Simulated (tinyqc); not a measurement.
Which input was changed? Model: a particle near a wafer in liquid: double-layer and van der Waals forces (DLVO), deposition barrier and removal. Computed by tinyqc, a small Python program. Command: `OMP_NUM_THREADS=1 python tinyqc.py 3113089 3113090 out.jsonl dlvo which`. One thread of a shared host (Intel(R) Xeon(R) Processor @ 2.30GHz), about 0.02 s of CPU time with the checks.

Sphere and flat wall, Derjaguin approximation, constant potentials in the linear-superposition form, no retardation and no hydration force.

Inputs (values chosen for the exercise, of the order of those for alumina on silica in water):

| quantity | value | unit |
|---|---|---|
| particle radius R | 370 | nm |
| Hamaker constant A | 1.2e-20 | J |
| potential of the particle psi_1 | 16 | mV |
| potential of the wafer psi_2 | -63 | mV |
| salt concentration c | 0.07 | mol/L |
| valence z of the symmetric salt | 1 | - |
| temperature T | 293 | K |
| dielectric constant of the liquid | 80.2 | - |
| contact distance h0 | 0.4 | nm |
| contact radius over R | 0.063 | - |
| viscosity | 0.52 | mPa s |

Constants: e = 1.602176634e-19 C; N_A = 6.02214076e+23 1/mol; eps_0 = 8.8541878128e-12 F/m; k_B = 1.380649e-23 J/K; k_B = 8.617333262e-05 eV/K.

Method. kappa^2 = 2 z^2 e^2 N_A (1000 c)/(eps eps_0 k_B T); gamma_i = tanh(z e psi_i/(4 k_B T)); Z = 64 pi eps eps_0 (k_B T/(z e))^2 gamma_1 gamma_2. Adhesion F_a = A R/(6 h0^2) [1 + a^2/(R h0)] - kappa Z R exp(-kappa h0), a the contact radius. Drag in a shear flow F_d = 1.7 x 6 pi mu R^2 G, acting at 1.4 R; rolling starts when 1.4 R F_d = a F_a. Wall shear stress = mu G.

Problem. One of these inputs alone was changed, within the range given: particle radius R (185 to 740); Hamaker constant A (6e-21 to 2.4e-20); potential of the particle psi_1 (8 to 32); salt concentration c (0.035 to 0.14). Which one, and to what value?

Results:

| run | net adhesion F_a (pN) | wall shear stress for rolling (Pa) |
|---|---|---|
| before | 23402.07 | 240.0564 |
| after | 19801.26 | 203.1196 |

Solution.

Each candidate set to reproduce net adhesion F_a, and what it then gives:

| candidate | range searched | value needed | wall shear stress for rolling (Pa) |
|---|---|---|---|
| particle radius R (nm) | 185 to 740 | 335.7 | 246.79 |
| Hamaker constant A (J) | 6e-21 to 2.4e-20 | 1.000e-20 | 203.12 |
| potential of the particle psi_1 (mV) | 8 to 32 | out of reach | - |
| salt concentration c (mol/L) | 0.035 to 0.14 | out of reach | - |

Only Hamaker constant A fits every result: it went from 1.2e-20 to 1.00e-20 J. The next best candidate, particle radius R, misses one result by 22 %.
